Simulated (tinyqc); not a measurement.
Inside a calculation: gated graphene: carriers, quantum capacitance and optical conductivity. Values are carried at full precision from step to step, so a last printed digit may differ when a step is redone from the rounded ones.

Cones E = +/- hv |k|, four flavours, D(E) = 2|E|/(pi hv^2). n = (2/pi)(kT/hv)^2 F_1(mu/kT), p = (2/pi)(kT/hv)^2 F_1(-mu/kT), in 1/angstrom^2 (1e16 for 1/cm^2); F_1(eta) = integral_0^infinity x dx/(1 + exp(x - eta)). Cq/e^2 = d(n - p)/d mu = (2 kT/(pi hv^2)) ln(2 + 2 cosh(mu/kT)).

Gate: V = mu/e + e (n - p)/Cox with Cox/e^2 = k/(4 pi e2 t), t in angstrom, e2 = e^2/(4 pi eps0); 1/(eV angstrom^2) in C/e^2 equals 1602.176634 microfarad/cm^2; total 1/C = 1/Cox + 1/Cq.

Constants: kB = 8.617333262e-05 eV/K; e^2/(4 pi eps0) = 14.39964547 eV angstrom; fine-structure constant alpha = 0.007297352564.

Values chosen for the exercise (Fermi velocity near that of graphene, gate dielectric near HfO2; the results hold for these values, not for the real material): hv = 6.38 eV angstrom (hbar vF); T = 300 K; k = 18.61 (dielectric constant of the gate layer); t = 10 nm (its thickness); V = -0.59 V (gate voltage from the neutrality point); E = 0.776 eV (photon energy); Gm = 10 meV (intraband damping).

## Chemical potential at the gate voltage

Solve the gate equation for mu.

Cox = 1.648 microfarad/cm^2
mu = -0.2166 eV
n = 2.40e+07 1/cm^2
p = 3.84e+12 1/cm^2

mu takes 36.7 % of the gate voltage; the zero-temperature rule |mu| = hv sqrt(pi |n - p|) gives 0.2216 eV.

## Quantum capacitance

1/(eV angstrom^2) in C/e^2 equals 1602.176634 microfarad/cm^2; 1/C = 1/Cox + 1/Cq.

Cq = 5.428 microfarad/cm^2
C = 1.264 microfarad/cm^2
Cq at mu = 0 = 0.8980 microfarad/cm^2

C is 0.767 of Cox.

## Optical conductivity at one energy

Conductivity over sigma0 = e^2/(4 hbar): interband Re = sinh(E/2kT)/(cosh(mu/kT) + cosh(E/2kT)); intraband Re = (8 kT/pi) ln(2 cosh(mu/2kT)) Gm/(E^2 + Gm^2). A free sheet absorbs about pi alpha_f Re(sigma/sigma0), alpha_f the fine-structure constant (alpha among the constants).

Evaluate both parts and the absorption.

interband = 0.9987
intraband = 0.0046
absorption = 2.300 %

E is above 2|mu| = 0.4332 eV; at this temperature interband transitions are mostly open; the universal value is pi alpha_f = 2.293 %.

## Checks

- Cq/e^2 against the finite difference of n - p (1/(eV angstrom^2)): both 0.003388.

Program tinyqc; command `OMP_NUM_THREADS=1 python tinyqc.py 1650843 1650844 out.jsonl`; about 0.01 s on one thread of a shared Intel(R) Xeon(R) Processor @ 2.30GHz.
